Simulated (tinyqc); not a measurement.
Worked calculation: coherent transport through a tight-binding region between two chains. One step of it, computed by the program tinyqc.

Task: Transmission at E = 0.61 eV. Surface Green function g = (E - i sqrt(4 t^2 - E^2)) / (2 t^2); self-energy tc^2 g on each contact site; G = (E - H - Sigma)^(-1); Gamma = -2 Im Sigma; T = Gamma_L Gamma_R |G_LR|^2; local density of states -Im G_ii / pi.

H of the central region (eV), lower triangle:
```
,1,2,3,4,5,6
1,0.000000
2,-0.610000,0.000000
3,0.000000,-0.610000,0.000000
4,0.000000,0.000000,-1.820000,0.000000
5,0.000000,0.000000,0.000000,-0.610000,0.000000
6,0.000000,0.000000,0.000000,0.000000,-1.230000,0.000000
```

Leads: semi-infinite chains with site energy 0:
```
parameter,value
lead hopping t (eV),2.860000
coupling to the left lead (eV),0.890000
coupling to the right lead (eV),0.540000
left contact site,1
right contact site,6
```

E = 0.610000 eV

Give: g; G; local density of states; transmission.

Result:

g = 0.0373-0.3477i 1/eV

G (1/eV), lower triangle:
```
,1,2,3,4,5,6
1,0.7367-3.4093i
2,-0.6007+2.9116i,1.8861-2.4995i
3,-0.1359+0.4976i,0.3540-0.4122i,-0.2181-0.0855i
4,0.2469-1.1427i,-0.7508+0.9759i,0.5039+0.1668i,0.0828-0.3830i
5,0.1587-0.3421i,-0.3054+0.2539i,0.1468+0.0882i,0.0532-0.1147i,-0.4910-0.1485i
6,-0.2011+0.7363i,0.5238-0.6099i,-0.3227-0.1265i,-0.0674+0.2468i,1.0302+0.1305i,-0.4775-0.1871i
```

local density of states (1/eV): 1.0852  0.7956  0.0272  0.1219  0.0473  0.0596

transmission = 0.0651
